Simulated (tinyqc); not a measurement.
# Conduction-band offset of an n-N heterojunction from carrier-profile moments: two studies

Layer 1 (x < 0) accumulates electrons and layer 2 (x > 0) is depleted. Boltzmann statistics. The bands bend down by V1 in layer 1 and up by V2 in layer 2, with V1 + V2 = VD = dE + Vt ln[(N2/Nc2)/(N1/Nc1)].

Parameters, values chosen for the exercise; values of the order of III-V alloys: temperature T = 300 K; relative permittivity of both layers eps_r = 13.1; density of states of the narrow-gap layer 1 Nc1 = 4.8e17 cm^-3; density of states of the wide-gap layer 2 Nc2 = 9.6e17 cm^-3; conduction-band offset dE = 0.14 eV; donor density in layer 1 N1 = 5.8e15 cm^-3; donor density in layer 2 N2 = 1.2e16 cm^-3; fixed charge at the interface si = 0 cm^-2.

Constants: q = 1.602176634e-19 C, kB = 1.380649e-23 J/K, Vt = kB T/q, eps0 = 8.8541878128e-14 F/cm where lengths are in cm. Results are converted to the units shown.

Each table varies one quantity; the others keep the values above.

## Effect of the doping of the wide-gap layer

Sheet densities from the first integral: Q1 = sqrt((2 eps0 eps_r Vt N1/q)(exp(u1) - u1 - 1)) extra electrons, Q2 = sqrt((2 eps0 eps_r Vt N2/q)(exp(-u2) + u2 - 1)) missing ones, u = V/Vt; neutrality Q1 = Q2 + si.

Effect of the doping of the wide-gap layer:

| N2 (cm^-3) | VD (V) | V1 (V) | Q1 (cm^-2) | n(0-)/Nc1 |
|---|---|---|---|---|
| 1.8e15 | 0.09183 | 0.02289 | 3.420e10 | 0.02929 |
| 3.1e15 | 0.1059 | 0.03030 | 4.790e10 | 0.03902 |
| 5.2e15 | 0.1193 | 0.03849 | 6.496e10 | 0.05356 |
| 8.7e15 | 0.1326 | 0.04769 | 8.693e10 | 0.07643 |
| 1.5e16 | 0.1466 | 0.05843 | 1.172e11 | 0.1158 |
| 2.5e16 | 0.1599 | 0.06930 | 1.539e11 | 0.1764 |
| 4.1e16 | 0.1726 | 0.08044 | 1.996e11 | 0.2713 |
| 6.9e16 | 0.1861 | 0.09265 | 2.612e11 | 0.4351 |
| 1.2e17 | 0.2004 | 0.1060 | 3.467e11 | 0.7306 |

Q1 rises from 3.42e10 to 3.47e11 cm^-2, as N2^(0.55) over the table, while VD grows by Vt ln 10 a decade and the share V1/VD rises from 0.249 to 0.529. For N2 = 1.2e17 n(0-) nears or passes Nc1, where degeneracy and quantisation lower Q1.

## An error in the interface position

A C-V profile smears n(x) but keeps its zeroth and first moments: si = -int (N - n) dx, VD = (q/(eps0 eps_r)) int (N - n) x dx, dE = VD - Vt ln[(N2/Nc2)/(N1/Nc1)]. With the step of N placed at xi and the moment taken about xi, VD changes by (q/(eps0 eps_r)) [si xi + (N2 - N1) xi^2/2] and si by (N2 - N1) xi.

Result of one run:

| xi (nm) | error of si (cm^-2) | error of dE (meV) |
|---|---|---|
| 15 | 9.3000e9 | 0.96346 |

What becomes of these results when the assumed position of the interface xi is changed from 15 to -15 nm, all else the same?

Result of the changed run:

| xi (nm) | error of si (cm^-2) | error of dE (meV) |
|---|---|---|
| -15 | -9.3000e9 | 0.96346 |

The whole series:

| xi (nm) | error of si (cm^-2) | error of dE (meV) |
|---|---|---|
| -30 | -1.8600e10 | 3.8538 |
| -22.5 | -1.3950e10 | 2.1678 |
| -15 | -9.3000e9 | 0.96346 |
| -7.5 | -4.6500e9 | 0.24087 |
| 0 | 0 | 0 |
| 7.5 | 4.6500e9 | 0.24087 |
| 15 | 9.3000e9 | 0.96346 |
| 22.5 | 1.3950e10 | 2.1678 |
| 30 | 1.8600e10 | 3.8538 |

Among the rows the error of dE lies between 0 and 3.85 meV, quadratic in xi, since without interface charge the first-order term vanishes; the error of si is linear, 6.20e8 cm^-2 a nanometre.

Computed by the program tinyqc: `OMP_NUM_THREADS=1 python tinyqc.py 2410144 2410145 out.jsonl`, one thread of a shared Intel Xeon 2.30GHz, about 0.1 s for the whole run.
